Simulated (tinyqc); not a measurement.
# Worked calculation: MOS capacitor on a p-type substrate, surface potential from the exact charge relation

Computed by the program tinyqc: `OMP_NUM_THREADS=1 python tinyqc.py 2060090 2060091 out.jsonl`, one thread of a shared Intel Xeon 2.30GHz, about 0.01 s for the whole run. Printed values are rounded.

Uniform p-type substrate, Boltzmann statistics, full ionisation, classical densities. psi is the surface potential against the body (positive when the bands bend down) and u = psi/Vt. Traps are spread evenly over the gap and neutral at flat band, so their charge is -q Dit psi; the minority quasi-Fermi level is shifted by Vb.

Inputs (values chosen for the exercise); band and dielectric values close to those of silicon: temperature T = 300 K; band gap Eg = 1.12 eV; relative permittivity eps_r = 11.7; conduction-band density of states at T Nc = 2.85e19 cm^-3; valence-band density of states at T Nv = 2.7e19 cm^-3; electron affinity chi = 4.1 eV; acceptor density of the substrate N = 2.1e15 cm^-3; relative permittivity of the gate insulator (close to silicon dioxide) eox = 3.9; insulator thickness tox = 26 nm; gate work function phiM = 4.7 eV; fixed charge at the interface, in units of q Nf = 4.7e10 cm^-2; density of interface traps Dit = 0 cm^-2 eV^-1; reverse bias of the inversion layer against the body Vb = 0 V; gate voltage against the body Vg = -0.02 V.

Constants: q = 1.602176634e-19 C, kB = 1.380649e-23 J/K, Vt = kB T/q, eps0 = 8.8541878128e-14 F/cm where lengths are in cm. Results are converted to the units shown.

## Flat band, threshold and scales

ni = sqrt(Nc Nv) exp(-Eg/(2 Vt)), Eg in volts; phiF = Vt ln(N/ni); Cox = eps0 eox/tox; Vfb = phiM - chi - (Eg - Vt ln(Nv/N)) - q Nf/Cox; Q0 = sqrt(2 eps0 eps_r q N Vt); r = (ni/N)^2 exp(-Vb/Vt); VT = Vfb + [(2 phiF + Vb)(1 + q Dit/Cox) + sqrt(2 eps0 eps_r q N (2 phiF + Vb))/Cox].

ni = 1.08522e10 cm^-3
phiF = 0.314698 V
Cox = 0.132813 uF/cm^2
Vfb = -0.332095 V
Q0 = 4.24516 nC/cm^2
r = 2.67053e-11
VT = 0.455015 V

## Starting value

psi = Vg - Vfb (all of the voltage in the semiconductor).

psi at the start = 0.312095 V

## Iteration 1: Newton step for the surface potential

u = psi/Vt; F^2 = exp(-u) + u - 1 + r (exp(u) - u - 1); Qs = -sign(u) Q0 F; Cs = -dQs/dpsi = (Q0/Vt) |1 - exp(-u) + r (exp(u) - 1)|/(2 F). f = Vfb + psi + (q Dit psi - Qs)/Cox - Vg, f' = 1 + (Cs + q Dit)/Cox, psi(new) = psi - f/f'.

u = 12.0724
F = 3.32752
Qs = -14.1259 nC/cm^2
Cs = 0.0246745 uF/cm^2
f = 0.106359 V
f' = 1.18578
psi after iteration 1 = 0.222400 V

## Iteration 2: Newton step for the surface potential

As before.

u = 8.60282
F = 2.75735
Qs = -11.7054 nC/cm^2
Cs = 0.0297713 uF/cm^2
f = -0.00156056 V
f' = 1.22416
psi after iteration 2 = 0.223675 V

## Course of the Newton iteration

Stop when the step is below 1e-10 V, or after 60 iterations.

Course of the iteration:
```
iteration  psi before the step (V)      f (V)  step (V)
1                         0.312095      0.106   -0.0897
2                         0.222400   -1.56e-3   1.27e-3
3                         0.223675   -4.60e-7   3.76e-7
4                         0.223675  -3.99e-14  3.26e-14
```

Converged in 4 iterations.

## Charges, field and capacitances at the solution

converged psi = 0.223675 V

u = psi/Vt; F^2 = exp(-u) + u - 1 + r (exp(u) - u - 1); Qs = -sign(u) Q0 F; Cs = -dQs/dpsi = (Q0/Vt) |1 - exp(-u) + r (exp(u) - 1)|/(2 F). Low frequency: 1/C_LF = 1/Cox + 1/(Cs + q Dit). High frequency, in the simple estimate in which traps and minority carriers do not follow: 1/C_HF = 1/Cox + 1/Cd, Cd being Cs with r = 0 at the same psi. Minority sheet density N_inv = (Q0/(2 q)) int_0^u r (exp(t) - 1)/F(t) dt for u > 0. Oxide field |Qs - q Dit psi + q Nf|/(eps0 eox).

Qs = -11.7433 nC/cm^2
N_inv = 793.302 cm^-2
oxide field = 0.0122008 MV/cm
Cs = 0.0296755 uF/cm^2
C_LF/Cox = 0.182631
C_HF/Cox = 0.182631

The surface is in depletion (borders at |psi| = 0, phiF + Vb and 2 phiF + Vb = 0.629 V).
